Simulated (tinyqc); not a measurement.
## Radius, Mott density and mass from the binding energy

Problem. A donor has the isolated binding energy E0 = cc Ry, Ry = (m0 q^3/(8 eps0^2 h^2)) me/eps_r^2 in eV, radius a = q/(8 pi eps0 eps_r E0) and Mott density (0.26/a)^3. Find a, the Mott density and me.

Values chosen for this exercise:
```
symbol,value,unit,meaning
eps_r,9.88,,relative permittivity
cc,1.3,,ratio of the true binding energy to the hydrogenic one
```

Constants: q = 1.602176634e-19 C, eps0 = 8.8541878128e-12 F/m, h = 6.62607015e-34 J s, m0 = 9.1093837015e-31 kg. Results are converted to the units shown.

E0 = 66.136773 meV

Solution. Each follows directly from E0.

a = 1.102 nm
Mott density = 1.314e19 cm^-3
me = 0.3650 m0

Computed by the program tinyqc: `OMP_NUM_THREADS=1 python tinyqc.py 2330045 2330046 out.jsonl`, one thread of a shared Intel Xeon 2.30GHz, about 0.01 s for the whole run.
